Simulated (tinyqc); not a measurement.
## Polarisation charge from two barrier thicknesses

Problem. VT = phiB - dEc - q sigma d/(eps0 eps_r). Find sigma, phiB - dEc and the thickness at which VT = 0.

Parameters, values chosen for the exercise: relative permittivity of barrier and channel eps_r = 9.5.

Constants: q = 1.602176634e-19 C, eps0 = 8.8541878128e-14 F/cm where lengths are in cm. Results are converted to the units shown.

VT for d = 25 and 31 nm (V): -4.7780431  -6.1236806

Answer. VT is linear in d.

sigma = 1.18e13 cm^-2
phiB - dEc = 0.829 V
thickness for VT = 0 = 3.70 nm

Program tinyqc, `OMP_NUM_THREADS=1 python tinyqc.py 2570073 2570074 out.jsonl`; Intel Xeon 2.30GHz, shared host, one thread, about 0.02 s.
